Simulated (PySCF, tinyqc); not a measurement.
Inside a calculation. Method: G0W0 on RHF in the sto-3g basis, for Be, spin multiplicity 1. The lowest restricted solution is unstable here: a spin-polarised one lies 0.0012 hartree lower (PySCF). One step of it, computed by the program tinyqc.

Question. G0W0 on Hartree-Fock: LUMO. W(p,q,m) = sqrt2 sum_ia (pq|ia) (X+Y)_ia,m; Sigma_c(x) = sum_(i,m) W^2/(x - e_i + w_m) + sum_(a,m) W^2/(x - e_a - w_m); solve x = e_p + Sigma_c(x) by Newton steps; Z = 1/(1 - dSigma/dx); 1 hartree = 27.211386 eV.

orbital energies (hartree): MO1 -4.483992, MO2 -0.254038, MO3 0.221086, MO4 0.221086, MO5 0.221086

Two-electron integrals over orbitals (pq|rs), unique and non-zero (hartree):
```
(11|11) 2.275334    (21|11) -0.253330   (21|21) 0.044298    (22|11) 0.571236
(22|21) -0.014244   (22|22) 0.404138    (31|31) 0.015599    (32|31) 0.020563
(32|32) 0.086809    (33|11) 0.569229    (33|21) -0.008940   (33|22) 0.409597
(33|33) 0.449859    (41|41) 0.015599    (42|41) 0.020563    (42|42) 0.086809
(43|43) 0.024249    (44|11) 0.569229    (44|21) -0.008940   (44|22) 0.409597
(44|33) 0.401360    (44|44) 0.449859    (51|51) 0.015599    (52|51) 0.020563
(52|52) 0.086809    (53|53) 0.024249    (54|54) 0.024249    (55|11) 0.569229
(55|21) -0.008940   (55|22) 0.409597    (55|33) 0.401360    (55|44) 0.401360
(55|55) 0.449859
```

excitation energies w (hartree): 0.624529  0.624529  0.624529  4.736246  4.736246  4.736246

X + Y:
```
             1          2          3         4         5         6
1>3  -0.015293  -0.000759   0.000284  0.000000  0.996689  0.000000
1>4  -0.000270  -0.000298  -0.015309  0.996689  0.000000  0.000000
1>5   0.000764  -0.015292   0.000284  0.000000  0.000000  0.996689
2>3   0.870987   0.043213  -0.016180  0.000000  0.001767  0.000000
2>4   0.015356   0.016965   0.871908  0.001767  0.000000  0.000000
2>5  -0.043513   0.870972  -0.016180  0.000000  0.000000  0.001767
```

Give: The 12 largest terms at x = e_p; Newton steps; quasiparticle energy of the LUMO; Hartree-Fock value.

Answer.

The 12 largest terms at x = e_p (hartree; W for the signs of X + Y given):
```
q  m          W      term
2  1     0.1065    0.0103
2  5     0.0292  1.64e-04
1  1     0.0250  1.17e-04
1  5     0.0220  5.14e-05
2  2     0.0053  2.54e-05
2  3    -0.0020  3.56e-06
1  2     0.0012  2.88e-07
1  3  -4.64e-04  4.04e-08
```

Newton steps (hartree):
```
step       x  Sigma_c(x)       Z
0     0.2211      0.0107  0.9906
1     0.2317      0.0106  0.9908
2     0.2317      0.0106  0.9908
```

quasiparticle energy of the LUMO = 6.3038 eV

Hartree-Fock value = 6.0161 eV
